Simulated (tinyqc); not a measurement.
## One-sided p+-n junction, ionisation integral and breakdown: multiplication against voltage

A p+ layer at x < 0 and an n drift layer from x = 0. Depletion approximation, built-in voltage neglected. Local ionisation coefficients alpha_n = an exp(-(bn/E)^mx), alpha_p = ap exp(-(bp/E)^mx). Electrons move towards +x, holes towards x = 0.

W = sqrt(2 eps0 eps_r V/(q N)), peak field E0 = q N W/(eps0 eps_r), falling linearly to 0 at W. G(x) = integral from 0 to x of (alpha_n - alpha_p); I_n = integral of alpha_n exp(-G) (electrons injected at x = 0), I_p = integral of alpha_p exp(G(end) - G) (holes injected at the far edge); M = 1/(1 - I). Integrals on a fine grid; BV is where I_n = 1. Here BV = 748.753 V; the Miller exponent is n = ln(1 - 1/M)/ln(V/BV).

Inputs (values chosen for the exercise); material values close to those of silicon:
- eps_r = 11.5 (relative permittivity)
- an = 7.27e5 1/cm (prefactor of the electron ionisation coefficient)
- bn = 1.28e6 V/cm (field constant for electrons)
- ap = 1.69e6 1/cm (prefactor of the hole ionisation coefficient)
- bp = 2e6 V/cm (field constant for holes)
- mx = 1 (exponent)
- N = 2.3e14 cm^-3 (donor density of the drift layer)

Constants: q = 1.602176634e-19 C, eps0 = 8.8541878128e-14 F/cm where lengths are in cm. Results are converted to the units shown.

Multiplication against voltage:
```
V (V)	E0 (kV/cm)	I_n	I_p	M_n	M_p	Miller n, electrons	Miller n, holes
300	147	0.0464	5.84e-4	1.05	1.00	3.36	8.14
374	165	0.134	0.00313	1.16	1.00	2.89	8.31
449	180	0.286	0.0120	1.40	1.01	2.45	8.64
524	195	0.486	0.0383	1.95	1.04	2.02	9.14
599	208	0.696	0.112	3.28	1.13	1.63	9.79
644	216	0.808	0.213	5.21	1.27	1.42	10.3
689	223	0.903	0.408	10.3	1.69	1.22	10.8
719	228	0.956	0.636	22.7	2.75	1.11	11.2
738	231	0.985	0.848	66.7	6.57	1.05	11.4
```

M_n rises from 1.049 to 66.7 and M_p from 1.001 to 6.57; both diverge at BV. The Miller exponent for electrons falls from 3.36 to 1.05 and that for holes rises from 8.14 to 11.4, so one exponent describes neither over the whole range. The larger multiplication belongs to electrons, whose coefficient at the peak field of the last row is 9.70 times the other.

tinyqc, about 0.07 s, one thread, Intel Xeon 2.30GHz (shared host): `OMP_NUM_THREADS=1 python tinyqc.py 2120117 2120118 out.jsonl`
